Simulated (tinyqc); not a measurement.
Gate voltage for a given inversion charge.

Question. p-type body, charge-sheet picture, depletion and inversion only, full ionisation (an idealisation for deep acceptors), Boltzmann statistics (rough once Na exp(x - xn) passes about Nc/7). In units of Vt: xg = (Vg - Vfb)/Vt, x = psi/Vt, G = gamma/sqrt(Vt), xn = (2 phiF + Vc)/Vt. The implicit equation is (xg - x)^2 = G^2 [x - 1 + exp(x - xn)] for x above about 3. Cox = eps0 eox/tox. ni = sqrt(Nc Nv) exp(-Eg/(2 Vt)), Eg in volts; phiF = Vt ln(Na/ni); gamma = sqrt(2 q eps0 eps_r Na)/Cox. N_inv = (Cox Vt G/q) [sqrt(x - 1 + exp(x - xn)) - sqrt(x - 1)]. Find x - xn, psi and Vg.

Parameters, values chosen for the exercise; band and dielectric values close to those of silicon: temperature T = 400 K; band gap Eg = 1.14 eV; relative permittivity eps_r = 11.8; conduction-band density of states at T Nc = 4.34e19 cm^-3; valence-band density of states at T Nv = 4.06e19 cm^-3; relative permittivity of the gate insulator (close to hafnium oxide) eox = 21.7; insulator thickness tox = 6.3 nm; acceptor density Na = 1.9e17 cm^-3; flat-band voltage Vfb = -0.84 V; channel-body voltage Vc = 0 V.

Constants: q = 1.602176634e-19 C, kB = 1.380649e-23 J/K, Vt = kB T/q, eps0 = 8.8541878128e-14 F/cm where lengths are in cm. Results are converted to the units shown.

N_inv = 4.4e10 cm^-2

Answer. N_inv rises steadily with x, so it fixes x; the implicit equation then gives xg directly.

x - xn = 0.353
psi = 0.780 V
Vg = 0.0138 V

tinyqc, about 0.01 s, one thread, Intel Xeon 2.30GHz (shared host): `OMP_NUM_THREADS=1 python tinyqc.py 2122036 2122037 out.jsonl`
